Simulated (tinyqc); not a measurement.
Charge needed for a dipole step.

Two sheets of opposite charge dd apart with permittivity ei give the step D = q N dd/(eps0 ei).

Values chosen for this exercise:
```
symbol,value,unit,meaning
ei,9.4,,relative permittivity inside the dipole layer
dd,0.29,nm,thickness of the dipole layer
```

Constants: q = 1.602176634e-19 C, eps0 = 8.8541878128e-14 F/cm where lengths are in cm. Results are converted to the units shown.

Result of one run:
```
N (cm^-2)   D (V)  field (MV/cm)  moment (debye/nm^2, 1 D = 3.33564e-30 C m)
1.1e14     0.6141          21.18                                       15.32
```

What becomes of these results when the charge in each sheet N is changed from 1.1e14 to 1e12 cm^-2, all else the same?

Result of the changed run:
```
N (cm^-2)     D (V)  field (MV/cm)  moment (debye/nm^2, 1 D = 3.33564e-30 C m)
1e12       0.005583         0.1925                                      0.1393
```

The whole series:
```
N (cm^-2)     D (V)  field (MV/cm)  moment (debye/nm^2, 1 D = 3.33564e-30 C m)
1e12       0.005583         0.1925                                      0.1393
2.7e12      0.01507         0.5198                                      0.3761
6.8e12      0.03796          1.309                                      0.9472
1.7e13      0.09490          3.273                                       2.368
4.5e13       0.2512          8.663                                       6.268
1.1e14       0.6141          21.18                                       15.32
2.9e14        1.619          55.83                                       40.39
```

D is proportional to N, 0.1 V for 1.79e13 cm^-2. The same sheet as an uncompensated charge under 1 nm of a dielectric of permittivity 3.9 would shift the flat band by 0.831 V, and that shift would grow with thickness, which a dipole step does not. For N = 1.1e14, 2.9e14 the field exceeds 20 MV/cm; it acts over one bond length, where the sheet picture is only a bookkeeping device.

tinyqc, about 0.01 s, one thread, Intel Xeon 2.30GHz (shared host): `OMP_NUM_THREADS=1 python tinyqc.py 2410046 2410047 out.jsonl`
